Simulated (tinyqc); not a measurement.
Sp3 tight binding, zinc-blende lattice, step by step. One step of it, computed by the program tinyqc.

Task: Levels at X. Diagonalise the Hermitian matrix.

H(k) at X (eV), lower triangle (Hermitian):
```
                     a s                a px                a py                a pz
a s           -14.030000
a px            0.000000           -7.720000
a py            0.000000            0.000000           -7.720000
a pz            0.000000            0.000000            0.000000           -7.720000
c s             0.000000  0.000000+4.728630i            0.000000            0.000000
c px  0.000000-4.728630i            0.000000            0.000000            0.000000
c py            0.000000            0.000000            0.000000  0.000000-4.999657i
c pz            0.000000            0.000000  0.000000-4.999657i            0.000000

             c s       c px       c py       c pz
c s   -14.030000
c px    0.000000  -7.720000
c py    0.000000   0.000000  -7.720000
c pz    0.000000   0.000000   0.000000  -7.720000
```

Give: eigenvalues.

Result:

eigenvalues (eV): -16.5595  -16.5595  -12.7197  -12.7197  -5.1905  -5.1905  -2.7203  -2.7203
